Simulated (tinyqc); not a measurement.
Worked calculation: band-to-band tunnelling across a p-n junction in a two-band chain. Values are carried at full precision from step to step, so a last printed digit may differ when a step is redone from the rounded ones.

Sites alternate A at -Eg/2 and C at +Eg/2 with hopping -t; near the edges, with k counted from the zone boundary pi/a, E^2 = (Eg/2)^2 + (t a k)^2, so t = sqrt(c Eg/m)/a gives the mass m, c = hbar^2/2m0. In the gap cosh(q a) = 1 + (Eg^2/4 - e^2)/(2 t^2), e the energy from the local mid-gap. The potential is V0 = Eg + ov on the p side (left), 0 on the n side, and falls linearly over the 2N sites of the junction, V_j = V0 (1 - j/(2N + 1)), j = 1 to 2N, site 1 being A. E = Eg/2 + x ov. A half chain that ends on a site of level e1 with neighbour e2 has g = (1 + z)/(E - e1), z = exp(-/+ i k a) the root with Im g < 0, cos(k a) = (E - e1)(E - e2)/(2 t^2) - 1. S_L = t^2 g (ending on C, shifted by V0), S_R = t^2 g (starting on A). T = 4 Im(S_L) Im(S_R) |G_(1,2N)|^2.

Constants: hbar^2/2m0 = 3.80998211 eV angstrom^2.

Inputs chosen for the exercise (gap and mass near those of InAs; not measured data):
```
symbol  value  unit      meaning
Eg      0.375  eV        gap
m       0.024  m0        mass of electron and light hole
a       5      angstrom  period (two sites)
ov      0.29   eV        overlap: top of the valence band on the p side above the conduction edge on the n side
N       4                periods in the small junction
x       0.45             energy above the n-side conduction edge, as a share of ov
```

## Hopping, field and tunnelling length

Form t, V0, E, the field F = V0/((2N + 1) a/2) (1 V/angstrom = 100 MV/cm) and the length Eg/F over which E lies in the gap.

t = 1.5431 eV
V0 = 0.6650 eV
E = 0.3180 eV
F = 2.956 MV/cm
tunnelling length = 12.69 angstrom

So short a junction keeps the matrix small; its field is of the size of the 1 to 3 MV/cm of tunnel diodes.

## Self-energies of the two sides

Form cos(k a) and S for each side.

cos(k a): left -0.982099, right -0.986148

S_L, S_R (eV): -0.07975-0.83918i  0.06525-0.78133i

## Recursive Green function

g_1 = 1/(E - e_1 - S_L); g_j = 1/(E - e_j - t^2 g_(j-1)), with S_R also subtracted at the last site; G_1j = G_1(j-1) (-t) g_j, G_11 = g_1; e_j is the site level plus V_j. The self-energies stand in the order S_L, S_R.

Sweep:
```
j  e_j (eV)       g_j (1/eV)      G_1j (1/eV)
1    0.4036  -0.0083-1.1916i  -0.0083-1.1916i
2    0.7047  -0.0448-0.3466i   0.6368-0.0869i
3    0.2558   0.2379-1.1628i  -0.0779+1.1746i
4    0.5569  -0.0969-0.3330i  -0.6152+0.1355i
5    0.1081   0.5355-0.9636i   0.3068-1.0267i
6    0.4092  -0.1916-0.3217i   0.6004-0.1512i
7   -0.0397   0.6515-0.6132i  -0.4605+0.7202i
8    0.2614  -0.2092-0.3006i  -0.4827+0.0189i
```

T = 0.6119

## WKB for the same field

T = exp(-2 I/F), I = integral of q de across the gap. Continuum: q = sqrt(Eg^2/4 - e^2)/(t a), I = pi Eg^2/(8 t a). Lattice: q from the cosh formula, 12 Gauss-Legendre points in u with e = (Eg/2) sin(u), u from -pi/2 to pi/2. F in V/angstrom is the value in MV/cm over 100.

I (eV/angstrom): continuum 0.007157, lattice 0.007154

T by WKB: continuum 0.6161, lattice 0.6162

The chain gives 0.6119, 0.993 times the lattice WKB value; the exponent is only 0.48, and reflections at the two kinks of the potential count.

## Checks

- G_(1,2N) from the sweep against inversion of the whole matrix (size): both 0.48303.

Computed by tinyqc, a small Python program: `OMP_NUM_THREADS=1 python tinyqc.py 1451533 1451534 out.jsonl` (the numbers bound the seed that draws the inputs); one thread of a shared host (Intel(R) Xeon(R) Processor @ 2.30GHz), about 0.01 s for the whole set of steps.
